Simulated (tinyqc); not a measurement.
Frequency dispersion of an accumulation capacitance by border traps, distributed model: two steps of the calculation.

Traps spread evenly through the insulator exchange electrons with the semiconductor by tunnelling, with tau(x) = t0 exp(2 ka x) at depth x from the interface. The admittance per area Y seen at depth x obeys dY/dx = -Y^2/(i w eps0 eox) + q Nb ln(1 + i w tau)/tau, with Y(0) = i w Cs and w = 2 pi f; the gate sees Y(tox) = G + i w C. Working variable y = Y/(i w), in uF/cm^2. Cox = eps0 eox/tox.

Inputs (values chosen for the exercise); permittivity close to that of silicon dioxide:
- eox = 3.92 (relative permittivity of the insulator)
- tox = 5.2 nm (insulator thickness)
- Cs = 3.2 uF/cm^2 (semiconductor capacitance in accumulation)
- Nb = 4.6e19 cm^-3 eV^-1 (density of border traps)
- ka = 5 1/nm (decay constant of the wave function in the insulator)
- t0 = 1e-11 s (time constant of a trap at the interface)
- f = 10000 Hz (frequency)
- xe = 1.9 nm (depth down to which the steps are taken)

Constants: q = 1.602176634e-19 C, eps0 = 8.8541878128e-14 F/cm where lengths are in cm. Results are converted to the units shown.

Task 1. Midpoint steps through the active depth. In terms of y: dy/dx = -y^2/(eps0 eox) + s(x), s = q Nb ln(1 + z)/z, z = i w tau. 9 midpoint steps of h = xe/9: y_half = y + (h/2) y'(x, y), y(new) = y + h y'(x + h/2, y_half).

Find: x; s; y.

Result 1.

```
point   x (nm)  s (uF/(cm^2 nm))     y (uF/cm^2)
0            0  0.73700+0.00000i  3.2000+0.0000i
1      0.21111  0.73700+0.00000i  2.8204+0.0000i
2      0.42222  0.73700-0.00002i  2.5468+0.0000i
3      0.63333  0.73700-0.00013i  2.3440+0.0000i
4      0.84444  0.73700-0.00108i  2.1904-0.0001i
5       1.0556  0.73686-0.00889i  2.0720-0.0007i
6       1.2667  0.72748-0.07198i  1.9794-0.0057i
7       1.4778  0.45909-0.29344i  1.8925-0.0412i
8       1.6889  0.08125-0.14171i  1.7334-0.0781i
9       1.9000  0.01026-0.03102i  1.5743-0.0756i
```

Task 2. Capacitance and conductance at the gate. Beyond xe the traps are ignored, so 1/y(tox) = 1/y(xe) + (tox - xe)/(eps0 eox); C = Re y, G/w = -Im y, loss tangent G/(w C).

y at xe = 1.5742854-0.0756347i uF/cm^2

Find: y at the gate; C; G/w; loss tangent.

Result 2.

y at the gate = 0.63087-0.01212i uF/cm^2
C = 0.63087 uF/cm^2
G/w = 0.012123 uF/cm^2
loss tangent = 0.019216

Computed by the program tinyqc: `OMP_NUM_THREADS=1 python tinyqc.py 2202013 2202014 out.jsonl`, one thread of a shared Intel Xeon 2.30GHz, about 0.6 s for the whole run.
